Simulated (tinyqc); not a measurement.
Inside a calculation. Model: Bloch-Grueneisen resistivity of a metal. Computed by tinyqc, a small Python program that keeps every step. Command: `OMP_NUM_THREADS=1 python tinyqc.py 3020593 3020594 out.jsonl bg walk`. One thread of a shared host (Intel(R) Xeon(R) Processor @ 2.30GHz), about 0.01 s of CPU time with the checks. Intermediate numbers are printed to about 6 digits and carried at full precision; extremes and crossings named in words are read from the listed rows.

Electrons scatter from a Debye spectrum of phonons (n = 5 for scattering within one band, n = 3 for scattering into a second, heavy band) and from static defects.

Inputs (values chosen for the exercise, modelled on nickel):
```
quantity                      value            unit
exponent n                        5               -
Debye temperature Theta         378               K
transport coupling lambda_tr   0.26               -
Drude plasma energy hbar w_p    6.2              eV
residual resistivity rho_0     0.22     microohm cm
temperature T                   295               K
coefficient A of T^2            1.6  picoohm cm/K^2
```

Addition: T^2 term.

Constants: k_B = 1.380649e-23 J/K; hbar = 1.054571817e-34 J s; eps_0 = 8.8541878128e-12 F/m; hbar = 6.582119569e-16 eV s; k_B = 8.617333262e-05 eV/K.

## Scale of the phonon resistivity

rho_ph = (n - 1) rho_1 (T/Theta)^n J_n(Theta/T), with rho_1 = 2 pi lambda_tr k_B Theta/(hbar eps_0 w_p^2), the high-temperature line at T = Theta.

rho_1 = 10.2909 microohm cm

## The integral and the phonon part

J_n(y) = int_0^y x^n e^x/(e^x - 1)^2 dx, by 96 Gauss-Legendre points (upper limit at most 60).

Theta/T = 1.28136

J_n = 0.616060

phonon resistivity rho_ph = 7.34152 microohm cm

This is 91.4 % of the straight line rho_1 T/Theta.

## Total resistivity and derived numbers

rho = rho_0 + A T^2 + rho_ph. Temperature coefficient (1/rho) d rho/dT by a central difference of +/- 0.5 K; residual ratio rho(295 K)/rho(4.2 K); scattering time tau = 1/(eps_0 w_p^2 rho); Wiedemann-Franz kappa = L_0 T/rho, L_0 = (pi^2/3)(k_B/e)^2.

resistivity rho = 7.70076 microohm cm

temperature coefficient = 3.92564 1e-3/K

residual resistance ratio = 34.9988

scattering time = 16.5297 fs

Wiedemann-Franz conductivity = 93.5864 W/(m K)

The coefficient is 1.16 times 1/T.

## Limits of the phonon part

Low T: (n - 1) n! zeta(n) rho_1 (T/Theta)^n. High T: rho_1 (T/Theta) [1 - (n - 1)/(12 (n + 1)) (Theta/T)^2].

Resistivities (microohm cm):
```
T (K)       rho_ph    low-T law  straight line  line with correction  total rho
11     1.06892e-04  1.06892e-04         0.2995                     -     0.2203
19     1.64330e-03  1.64343e-03         0.5173                     -     0.2222
30     1.59121e-02  1.61283e-02         0.8167                     -     0.2374
45     1.03895e-01  1.22474e-01         1.2251                     -     0.3271
76     6.72185e-01  1.68287e+00         2.0691                     -     0.9014
130    2.29062e+00  2.46433e+01         3.5392                1.8768     2.5377
190    4.18506e+00  1.64343e+02         5.1727                4.0352     4.4628
300    7.48781e+00  1.61283e+03         8.1673                7.4470     7.8518
450    1.17832e+01  1.22474e+04        12.2510               11.7708    12.3272
760    2.04089e+01  1.68287e+05        20.6906               20.4063    21.5530
```

The low-T law holds to 10 % up to 30 K, the straight line from 300 K on. The local exponent of rho_ph falls from 5.00 to 1.05. Phonons overtake the residual resistivity between 45.0 and 76.0 K. The T^2 term exceeds rho_ph up to 11 K among these rows.

Checks made by the program: J_n at large argument against n! zeta(n) (relative difference below 1e-10).
